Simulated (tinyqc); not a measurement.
Worked calculation: G0W0 on RHF in the sto-3g basis, for H2, spin multiplicity 1. One step of it, computed by the program tinyqc.

Task: Screening: direct RPA. With D = e_a - e_i and K = (ia|jb): diagonalise D^(1/2) (D + 4K) D^(1/2) = Z w^2 Z^T; X + Y = D^(1/2) Z w^(-1/2), each column of Z with its largest component positive (the first on a tie); E_c = (sum w - tr (D + 2K)) / 2.

orbital energies (hartree): MO1 -0.605067, MO2 0.739335

Two-electron integrals over orbitals (pq|rs), unique and non-zero (hartree):
```
(11|11) 0.686582   (21|21) 0.177809   (22|11) 0.674649   (22|22) 0.709280
```

Give: D^(1/2) (D + 4K) D^(1/2); excitation energies w; X + Y; RPA correlation energy.

Result:

D^(1/2) (D + 4K) D^(1/2) (hartree^2):
```
       1>2
1>2  2.764
```

excitation energies w (hartree): 1.662

X + Y:
```
         1
1>2  0.899
```

RPA correlation energy = -0.01881 hartree
